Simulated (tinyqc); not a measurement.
Doping the contact: Schottky barrier with interface states (Cowley-Sze model), image lowering and contact resistance. Computed by tinyqc, a small Python program. Command: `OMP_NUM_THREADS=1 python tinyqc.py 3021146 3021147 out.jsonl pinning walk`. One thread of a shared host (Intel(R) Xeon(R) Processor @ 2.30GHz), about 0.01 s of CPU time with the checks.

An n-type semiconductor under a metal. The barrier lies between the Schottky-Mott limit phi_M - chi and the Bardeen limit E_g - E_n, E_n being the neutrality level of the interface states; the space-charge term of the full Cowley-Sze expression is left out.

Inputs (values chosen for the exercise, with gap, mass and screening modelled on 4H-SiC):

| quantity | value | unit |
|---|---|---|
| gap E_g | 3.18 | eV |
| electron affinity chi | 3.82 | eV |
| metal work function phi_M | 4.48 | eV |
| neutrality level E_n above the valence band | 1.98 | eV |
| optical dielectric constant eps_opt | 6.4 | - |
| dielectric constant eps_s | 9.8 | - |
| electron mass m_e | 0.392 | m_0 |
| valleys M_c | 3 | - |
| temperature T | 300 | K |

Pinning factor from: Moench relation.

Constants: k_B = 8.617333262e-05 eV/K; hbar = 1.054571817e-34 J s; m_0 = 9.1093837015e-31 kg; eps_0 = 8.8541878128e-12 F/m; e = 1.602176634e-19 C; k_B = 1.380649e-23 J/K; h = 6.62607015e-34 J s.

Method:
- S = 1/(1 + 0.1 (eps_opt - 1)^2), an empirical relation for metal-induced gap states.
- phi_B = S (phi_M - chi) + (1 - S)(E_g - E_n); the hole barrier is E_g - phi_B.
- A* = 4 pi e m_e M_c k_B^2/h^3 (a simple valley count); J_s = A* T^2 exp(-phi/k_B T).
- E_00 = (e hbar/2) sqrt(N/(m_e eps_s eps_0)), E_0 = E_00 coth(E_00/k_B T); scaling form of the contact resistivity rho_c = (k_B/(e A* T)) exp(phi_B/E_0), which is the thermionic result when E_00 << k_B T and keeps only the leading exponential of tunnelling when E_00 >> k_B T; image lowering is left out of it.
- Regimes: thermionic below E_00/k_B T = 0.5, field emission above 5.

barrier phi_B = 1.06210 eV

Against doping:

| N (cm^-3) | 1e10/sqrt(N) | E_00/k_B T | rho_c (ohm cm^2) | regime |
|---|---|---|---|---|
| 1.00e+16 | 1.0000e+02 | 3.6642e-02 | 1.3887e+09 | thermionic emission |
| 1.00e+17 | 3.1623e+01 | 1.1587e-01 | 1.1781e+09 | thermionic emission |
| 1.00e+18 | 1.0000e+01 | 3.6642e-01 | 2.4703e+08 | thermionic emission |
| 3.00e+18 | 5.7735e+00 | 6.3466e-01 | 1.2215e+07 | thermionic-field emission |
| 1.00e+19 | 3.1623e+00 | 1.1587e+00 | 8.7988e+03 | thermionic-field emission |
| 3.00e+19 | 1.8257e+00 | 2.0070e+00 | 7.6372e-01 | thermionic-field emission |
| 1.00e+20 | 1.0000e+00 | 3.6642e+00 | 1.4829e-04 | thermionic-field emission |
| 3.00e+20 | 5.7735e-01 | 6.3466e+00 | 1.3164e-06 | field emission |
| 1.00e+21 | 3.1623e-01 | 1.1587e+01 | 7.0452e-08 | field emission |

What does the comparison show, and why?

Even over the thermionic rows rho_c falls by a factor 5.6, since the barrier is many E_0 high, and then it falls faster, by 16.3 decades in all; in field emission ln rho_c is linear in 1/sqrt(N). It passes below 1e-7 ohm cm^2 at N = 1e21 cm^-3 of those listed.
